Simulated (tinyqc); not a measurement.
Conduction-band anticrossing with a localised impurity level: sweeps and comparisons. A value that a table varies takes the place of the one given here.

Host conduction band EM(k) = Eg - al x + c k^2/mM, c = hbar^2/2m0, coupled to a flat level EI by V = C sqrt(x): H = [[EM, V], [V, EI]], E+/- = (EM + EI)/2 +/- sqrt((EM - EI)^2/4 + V^2). The host weight of a state at E is f = 1/(1 + V^2/(E - EI)^2), and its mass at k = 0 is mM/f. The gap is E-(0), the valence top staying at 0.

Constants: hbar^2/2m0 = 3.80998211 eV angstrom^2.

Parameters, chosen for this exercise (host near GaAs; the results hold for these values, not for the real material): Eg = 1.513 eV (gap at Gamma to the s-like level); mM = 0.0667 m0 (mass of the host band); EI = 1.773 eV (impurity level, from the valence top of the host); C = 2.49 eV (coupling); al = 1.83 eV (linear shift of the host edge); x = 0.0038 (impurity fraction); aM = 112 meV/GPa (pressure coefficient of the host edge); aI = 21 meV/GPa (pressure coefficient of the level).

## Impurity fraction

The last column is the bowing that a quadratic law would need at that x, (Eg - gap)/(x (1 - x)), with equal end gaps.

Results:

| x (%) | E- (eV) | E+ (eV) | gap (eV) | host weight of E- | mass of E- | bowing (eV) |
|---|---|---|---|---|---|---|
| 0.1 | 1.4893 | 1.7949 | 1.4893 | 0.928 | 0.0718 | 23.7 |
| 0.2 | 1.4686 | 1.8137 | 1.4686 | 0.882 | 0.0756 | 22.2 |
| 0.5 | 1.4168 | 1.8600 | 1.4168 | 0.804 | 0.0830 | 19.3 |
| 1.0 | 1.3486 | 1.9191 | 1.3486 | 0.744 | 0.0897 | 16.6 |
| 2.0 | 1.2426 | 2.0068 | 1.2426 | 0.694 | 0.0961 | 13.8 |
| 3.0 | 1.1564 | 2.0747 | 1.1564 | 0.671 | 0.0993 | 12.3 |
| 5.0 | 1.0134 | 2.1811 | 1.0134 | 0.651 | 0.1025 | 10.5 |
| 8.0 | 0.8368 | 2.3028 | 0.8368 | 0.639 | 0.1044 | 9.2 |

The apparent bowing falls from 23.7 to 9.2 eV, so no single constant describes the gap: the part from the coupling goes as x while V is small against |EM - EI| and as sqrt(x) beyond (V = |Eg - EI| near x = 1.09 %), with the linear term al x on top; the fall of the gap goes as the power 0.91 of x between the first two rows and 0.64 between the last two. The mass of E- goes from 0.0718 to 0.1044, higher although the gap falls, against the usual k.p trend; with al = 0 the weight tends to 1/2 at large x.

## Pressure

Eg and EI move linearly with pressure; V is kept. The slope of E- is f aM + (1 - f) aI.

Results:

| P (GPa) | EM (eV) | EI (eV) | E- (eV) | E+ (eV) | host weight of E- | slope of E- (meV/GPa) |
|---|---|---|---|---|---|---|
| 0 | 1.5060 | 1.7730 | 1.4361 | 1.8429 | 0.828 | 96.4 |
| 1 | 1.6180 | 1.7940 | 1.5291 | 1.8829 | 0.749 | 89.1 |
| 2 | 1.7300 | 1.8150 | 1.6133 | 1.9318 | 0.633 | 78.6 |
| 3 | 1.8420 | 1.8360 | 1.6855 | 1.9925 | 0.490 | 65.6 |
| 4 | 1.9540 | 1.8570 | 1.7445 | 2.0665 | 0.349 | 52.8 |
| 5 | 2.0660 | 1.8780 | 1.7920 | 2.1520 | 0.239 | 42.7 |
| 6 | 2.1780 | 1.8990 | 1.8311 | 2.2460 | 0.164 | 35.9 |
| 7 | 2.2900 | 1.9200 | 1.8646 | 2.3454 | 0.115 | 31.5 |
| 8 | 2.4020 | 1.9410 | 1.8946 | 2.4485 | 0.084 | 28.6 |

The unmixed levels cross at 2.93 GPa, where E+ - E- has its minimum 2V = 0.307 eV and the weights are 1/2. The slope of E- falls from 96 to 29 meV/GPa, between the limits aM = 112 and aI = 21, as the state turns impurity-like. The X valleys, which pass below the Gamma edge of the host at high pressure, are left out.

## What each parameter does

At k = 0. Each row changes one parameter from the base and keeps the others.

Results:

| case | E- (eV) | E+ (eV) | gap (eV) | mass (m0) |
|---|---|---|---|---|
| base | 1.4361 | 1.8429 | 1.4361 | 0.0805 |
| EI = 1.823 eV | 1.4439 | 1.8851 | 1.4439 | 0.0776 |
| al = 2.33 eV | 1.4345 | 1.8426 | 1.4345 | 0.0804 |
| Eg = 1.563 eV | 1.4766 | 1.8525 | 1.4766 | 0.0846 |
| C = 2.8635 eV | 1.4182 | 1.8608 | 1.4182 | 0.0832 |
| x = 0.00437 | 1.4268 | 1.8513 | 1.4268 | 0.0818 |
| mM = 0.05669 m0 | 1.4361 | 1.8429 | 1.4361 | 0.0685 |

The largest shifts from the base row, up to three for each result and ties (the steps differ in size, so this ranks the rows, not the parameters). E- (eV): Eg +0.0405, C -0.0179, x -0.0094; unchanged at the printed digits by mM. E+ (eV): EI +0.0422, C +0.0179, Eg +0.0095; unchanged at the printed digits by mM. gap (eV): Eg +0.0405, C -0.0179, x -0.0094; unchanged at the printed digits by mM. mass (m0): mM -0.0121, Eg +0.0040, EI -0.0029.

Program tinyqc; command `OMP_NUM_THREADS=1 python tinyqc.py 1051574 1051575 out.jsonl`; about 0.01 s on one thread of a shared Intel(R) Xeon(R) Processor @ 2.30GHz.
